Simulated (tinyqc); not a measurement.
What moves the results: six-band hole subbands of a thin body in a field. A value that a table varies takes the place of the one given here.

Basis X, Y, Z times spin, hole energies counted downwards from the unstrained edge (the hydrostatic shift is left out), c = hbar^2/2m0. For a symmetric tensor T let C(T) have C_XX = L Txx + M (Tyy + Tzz), C_XY = N Txy (cyclic), L = c (g1 + 4 g2), M = c (g1 - 2 g2), N = 6 c g3. k = q + kz n, n the unit normal, q = k1 u + k2 v with u along the channel [1-10] and v = n x u. H = C(k k^T) + (Dso/3)(1 - L.sigma) - B + e F z with (L_k)_ij = -i epsilon_kij; B is the block C built from the traceless strain with 2b, -b and sqrt(3) d in place of L, M, N. Strain: exx = eyy = (s11 + s12) sx/2, ezz = s12 sx, exy = -s44 sx/4. Hard walls at z = 0 and t; basis sin(j pi z/t), j = 1 to Nz: kz^2 = (j pi/t)^2, kz = -i D with D_jl = 4 j l/(t (j^2 - l^2)), z_jj = t/2 and z_jl = -8 t j l/(pi (j^2 - l^2))^2 for j + l odd; 1 MV/cm = 0.01 eV/angstrom.

Nz = 14. E1 is the top subband at q = 0, gap the distance to the next pair, and the masses are c q^2/(E(q) - E1) at |q| = 0.02 1/angstrom (mean of the spin pair) along the channel [1-10] and across it in the plane; a dash marks a band that does not rise.

Constants: hbar^2/2m0 = 3.80998211 eV angstrom^2.

Values chosen for the exercise (near those of a p-type Si channel; shifted at random, so the results belong to these values and not to a real crystal):
```
symbol  value                 unit      meaning
g1      4.28                            Luttinger gamma1
g2      0.34                            gamma2
g3      1.45                            gamma3
Dso     0.044                 eV        spin-orbit splitting
b       -2.06                 eV        tetragonal potential
d       -4.78                 eV        trigonal potential
S       (7.82, -2.18, 12.42)  1/TPa     compliances s11, s12, s44
face    110                             surface
t       55                    angstrom  body thickness
F       0.8                   MV/cm     field across the body
sx      -0.5                  GPa       stress along the channel [1-10], negative in compression
```

## Stress along the channel

Each row has its own sx.

Results:
```
sx (GPa)  E1 (meV)  gap (meV)  m channel  m across
-3.0           0.3       70.7      0.114     0.278
-2.0          36.2       70.6      0.114     0.278
-1.0          72.0       70.5      0.115     0.278
-0.5          89.9       70.4      0.115     0.278
0.0          107.8       70.2      0.115     0.278
0.5          125.5       69.5      0.116     0.278
1.0          143.2       65.0      0.117     0.279
```

What does this show, and why?

Under 2 GPa of compression the channel mass goes from 0.115 to 0.114 m0, the mass across at 0.278; the gap to the next subband is 71, 70 and 65 meV at -2, 0 and +1 GPa. The lightest channel mass of the table, 0.114 m0, is at -3.0 and -2.0 GPa. Compression changes the channel mass little here, since confinement on this face has already singled out the orbital that the stress favours.

## Surface orientation and number of bands

Three faces, six bands; and four bands, with Dso set to 1000 eV.

Results:
```
case           E1 (meV)  gap (meV)  m channel  m across
(001) 6 bands     213.4       31.4      0.204     1.183
(001) 4 bands     217.6       39.4      0.244     0.447
(110) 6 bands      89.9       70.4      0.115     0.278
(110) 4 bands     168.9      118.6      0.149     0.314
(111) 6 bands     152.7       38.7      0.171     0.630
(111) 4 bands     158.0      120.9      0.185     0.198
```

What does this show, and why?

With six bands the top subband is shallowest on (110) (89.9 meV) and deepest on (001). Without the stress E1 would be 224.2, 107.8 and 162.6 meV, so the stress moves it by -10.8, -17.8 and -9.9 meV. The lightest channel mass is on (110) (0.115 m0). Dropping the split-off band moves E1 by 4.2, 79.0 and 5.3 meV and the gap by 8.0, 48.2 and 82.2 meV on the three faces, with Dso = 44 meV.

## What each parameter does

Six bands. Each row changes one parameter from the base and keeps the others.

Results:
```
case             E1 (meV)  gap (meV)  m channel (m0)  m across (m0)
base                 89.9       70.4           0.115          0.278
t = 65 angstrom      89.9       70.4           0.115          0.278
F = 1.1 MV/cm       112.4       87.1           0.115          0.278
sx = -1 GPa          72.0       70.5           0.115          0.278
g3 = 1.35           116.1       90.1           0.119          0.278
g2 = 0.39            95.3       74.5           0.115          0.286
Dso = 0.066 eV       95.9       70.3           0.115          0.279
d = -3.82 eV         92.5       70.4           0.115          0.278
```

What does this show?

The largest shifts from the base row, up to three for each result and ties (the steps differ in size, so this ranks the rows, not the parameters). E1 (meV): g3 +26.1, F +22.5, sx -17.9; unchanged at the printed digits by t. gap (meV): g3 +19.7, F +16.7, g2 +4.1; unchanged at the printed digits by t and d. m channel (m0): g3 +0.004; unchanged at the printed digits by t, F, sx, g2, Dso and d. m across (m0): g2 +0.008, Dso +0.000; unchanged at the printed digits by t, F, sx, g3 and d.

(tinyqc, `OMP_NUM_THREADS=1 python tinyqc.py 1251112 1251113 out.jsonl`, Intel(R) Xeon(R) Processor @ 2.30GHz, 1 thread, shared host, about 1 s.)
